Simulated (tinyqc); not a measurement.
Thermal displacements in the Debye model: Debye-Waller factors, bond-length spread and the Lindemann rule: one step, computed by the program tinyqc.

A Debye spectrum with three branches of one velocity, cut at k_B Theta; 4 atoms per cube, nearest neighbours at d = 0.707107 a.

Problem. Mean-square displacement. <u_x^2> = (3 hbar^2/(2 M k_B Theta)) int_0^1 s coth(s Theta/(2T)) ds (64 Gauss-Legendre points); it tends to 3 hbar^2/(4 M k_B Theta) at T = 0 and to 3 hbar^2 T/(M k_B Theta^2) at high T. B = 8 pi^2 <u_x^2>.

Inputs (values chosen for the exercise, modelled on copper):
```
quantity,value,unit
atomic mass M,63.55,u
Debye temperature Theta,311,K
lattice constant a,3.615,angstrom
temperature T,750,K
Lindemann ratio x_L,0.11,-
```

Structure: fcc.

Constants: hbar^2/u = 4.18015928e-03 eV angstrom^2; k_B = 8.617333262e-05 eV/K.

Give: <u_x^2>; zero-point value; classical value; B factor.

Solution.

<u_x^2> = 0.01784 angstrom^2

zero-point value = 0.001841 angstrom^2

classical value = 0.01776 angstrom^2

B factor = 1.409 angstrom^2

The zero-point value is 10.3 % and the classical value 99.5 % of the full result; the two are limits, not parts that add. Caution: the displacement is near or above the Lindemann value, where anharmonic terms matter.
